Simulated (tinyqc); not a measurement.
Mirror strength against the number of periods: longitudinal sound in a periodic multilayer: transfer matrices, stop bands and folded phonons. Computed by tinyqc, a small Python program. Command: `OMP_NUM_THREADS=1 python tinyqc.py 3002183 3002184 out.jsonl multilayer walk`. One thread of a shared host (Intel(R) Xeon(R) Processor @ 2.30GHz), about 0.01 s of CPU time with the checks.

Layers 1 and 2 repeat with period d = d_1 + d_2; waves travel normal to the layers, without loss. State vector (u, s): displacement u and stress divided by omega. Impedances Z = rho v are in 1e6 kg/(m^2 s).

Inputs (values chosen for the exercise, modelled on copper (layer 1), tantalum (layer 2) and silicon (substrate)):
```
quantity            value    unit
density rho_1        9.04  g/cm^3
velocity v_1         4670     m/s
thickness d_1        2.05      nm
density rho_2        16.3  g/cm^3
velocity v_2         4110     m/s
thickness d_2        1.79      nm
substrate density    2.34  g/cm^3
substrate velocity   8430     m/s
frequency f           434     GHz
```

Method:
- Z = rho v; interface reflection r = (Z_2 - Z_1)/(Z_2 + Z_1) (stress amplitude, from 1 into 2); Bragg frequency f_B = 1/[2 (d_1/v_1 + d_2/v_2)]; long-wave velocity v_eff = d/sqrt[(d_1/v_1)^2 + (d_2/v_2)^2 + (Z_1/Z_2 + Z_2/Z_1)(d_1/v_1)(d_2/v_2)].
- A layer maps (u, s) by [[cos p, sin p/Z], [-Z sin p, cos p]], p = 2 pi f d_i/v_i; one period is M = M_2 M_1, and cos(q d) = trace(M)/2.
- For N periods A = M^N. A wave comes from a thick layer of material 1 and leaves into the substrate (Z_s): transmitted power T = 4 Z_1 Z_s/|Z_1 A_22 + Z_s A_11 - i (Z_1 Z_s A_12 - A_21)|^2, reflected power R = 1 - T.

Bragg frequency f_B = 571.758 GHz

Z_2 = 66.993

Z_1 = 42.2168

Z of the substrate = 19.7262

trace(M)/2 = -0.820653

Transmitted power:
```
N     T at f_B  T at f_B (dB)   T at f
1      0.52807        -2.7731  0.55865
2      0.25568        -5.9230  0.43404
3      0.11049        -9.5668  0.49446
4     0.045421        -13.427  0.76156
6    0.0073037        -21.365  0.60037
8    0.0011554        -29.373  0.47144
12  2.8750e-05        -45.414  0.45308
16  7.1504e-07        -61.457  0.70159
24  4.4227e-10        -93.543  0.56099
```

What does the comparison show, and why?

At f_B each further period removes 4.01 dB at large N, which is 20 log10 of the impedance ratio, 4.01 dB, as for a quarter-wave stack; 99 % reflection needs N = 6 among these rows. At f, in a pass band, T does not decay with N. Values below about 1e-6 belong to the ideal stack: roughness and scattering into other modes, left out here, set a floor in a real one. Caution: at these frequencies damping, strong in glasses, and rough interfaces, both left out here, can weaken the stop bands; layers only a few atoms thick are also beyond continuum acoustics.
